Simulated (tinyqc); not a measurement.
A longer run and its error bar: q-state Potts model on a small periodic square lattice: enumeration, Metropolis, heat-bath and Wolff steps. Computed by tinyqc, a small Python program. Command: `OMP_NUM_THREADS=1 python tinyqc.py 3110826 3110827 out.jsonl potts walk`. One thread of a shared host (Intel(R) Xeon(R) Processor @ 2.30GHz), about 0.06 s of CPU time with the checks.

E = -J x (number of nearest-neighbour bonds with equal states); n x n sites with periodic edges have 2 n^2 bonds. Order parameter m = (q f - 1)/(q - 1), f being the largest share of one state. Sites are numbered row by row from 0. Here q = 2 and n = 4.

Inputs (values chosen for the exercise, for a model of domains or grain orientations):
```
quantity             value  unit
number of states q       2     -
edge n                   4     -
coupling J              17   meV
temperature T          253     K
seed                693555     -
```

Update: Wolff cluster.

Constants: k_B = 8.617333262e-05 eV/K.

Method:
- K = J/(k_B T); the infinite square lattice orders at K_c = ln(1 + sqrt(q)); Wolff bond probability p = 1 - exp(-K).
- All q^(n^2) states are counted by their number b of equal bonds; weights g(b) exp(K b), K = J/(k_B T). Per site: u = -J <b>/n^2, c/k_B = K^2 (<b^2> - <b>^2)/n^2.
- ln Z = ln sum g(b) exp(K b); entropy per site s/k_B = (ln Z - K <b>)/n^2.
- After 400 updates are discarded, b is recorded for 4000 cluster flips of the update named (random numbers not printed, so these rows are one sample). Records are averaged in blocks; the error is the scatter of block means over sqrt(number of blocks), and the last column its square over that for single records.

start states:
```
   1  2  3  4
1  1  0  1  0
2  0  0  1  1
3  0  1  1  1
4  0  0  1  0
```

K = 0.779750

p = 0.541479

<b> = 26.6137

Blocking:
```
block length   mean b    error  variance ratio
1             26.8255  0.07173          1.0000
4             26.8255  0.09369          1.7060
16            26.8255  0.10086          1.9773
40            26.8255  0.10548          2.1625
100           26.8255  0.10811          2.2716
```

What follows from these numbers?

The run gives 26.826 +/- 0.105 (blocks of 40) against the exact 26.614, a difference of 2.0 error bars. Single records understate the error by a factor of about 1.5, because successive records are correlated.
